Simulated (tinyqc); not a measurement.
# Undoped gate-all-around wire MOSFET, analytic charge model: effect of the temperature

An undoped round wire of radius R under an insulator shell and a surrounding gate; long channel, electrons only, n = ni exp((psi - V)/Vt) with V the quasi-Fermi potential (0 at the source, Vd at the drain), constant mobility, no quantisation. The radial Poisson equation gives n(r) = n(0)/(1 - (1 - b) r^2/R^2)^2 with b = Q0/(Q + Q0). Q is the electron charge per area of the wire surface.

Nc and Nv are given at 250 K and scale as (T/250 K)^1.5; Eg and mu are held fixed. ni = sqrt(Nc Nv) exp(-Eg/(2 Vt)), Eg in volts; Cox = eps0 eox/(R ln(1 + tox/R)); Q0 = 4 eps0 eps_r Vt/R; V0 = dphi + Vt ln[8 eps0 eps_r Vt/(q ni R^2)]. Q solves Vg - V0 - V = Q/Cox + Vt ln(Q/Q0) + Vt ln(1 + Q/Q0). I = mu (2 pi R/L)[2 Vt (Qs - Qd) + (Qs^2 - Qd^2)/(2 Cox) + Vt Q0 ln((Qd + Q0)/(Qs + Q0))], with Qs at V = 0 and Qd at V = Vd.  I(low) is taken at Vg = 0.56 V, Qs and I(high) at Vg = 1.31 V.

Values chosen for this exercise; material values those of a made-up semiconductor: band gap Eg = 1.53 eV; relative permittivity of the semiconductor eps_r = 14.1; conduction-band density of states at the reference temperature Nc = 2.87e17 cm^-3; valence-band density of states at the reference temperature Nv = 6.41e18 cm^-3; relative permittivity of the gate insulator eox = 21.8; insulator thickness tox = 7.6 nm; wire radius R = 5 nm; gate work function less that of the intrinsic body dphi = 0.02 V; channel mobility mu = 760 cm^2/(V s); gate length L = 1 um; drain voltage Vd = 0.5 V.

Constants: q = 1.602176634e-19 C, kB = 1.380649e-23 J/K, Vt = kB T/q, eps0 = 8.8541878128e-14 F/cm where lengths are in cm. Results are converted to the units shown.

Effect of the temperature:
```
T (K),V0 (V),I(low) (nA),Qs(high) (nC/cm^2),I(high) (uA)
220,0.8123,1.423e-4,1721,9.784
250,0.8147,8.137e-4,1688,9.584
280,0.8168,0.003308,1657,9.416
310,0.8189,0.01052,1630,9.273
340,0.8208,0.02785,1606,9.153
370,0.8226,0.06412,1584,9.053
400,0.8243,0.1322,1564,8.970
430,0.8260,0.2497,1546,8.902
```

As T goes from 220 to 430 K, I(low) rises from 1.42e-4 to 0.250 nA and I(high) falls from 9.78 to 8.90 uA. V0 rises from 0.812 to 0.826 V. In every row the surface density at the source at the higher gate voltage passes 0.3 Nc, where Boltzmann statistics fail. In every row mu V/L at the higher gate voltage, with V the smaller of Vd and Vg - V0, passes 3e6 cm/s, so velocity saturation would lower the current. In every row the mobility is held fixed, though a real one changes with T. In every row the body is thin enough for quantum confinement, left out here, to raise the threshold.

Numbers from tinyqc (`OMP_NUM_THREADS=1 python tinyqc.py 2460141 2460142 out.jsonl`; about 0.03 s on one thread of a shared Intel Xeon 2.30GHz).
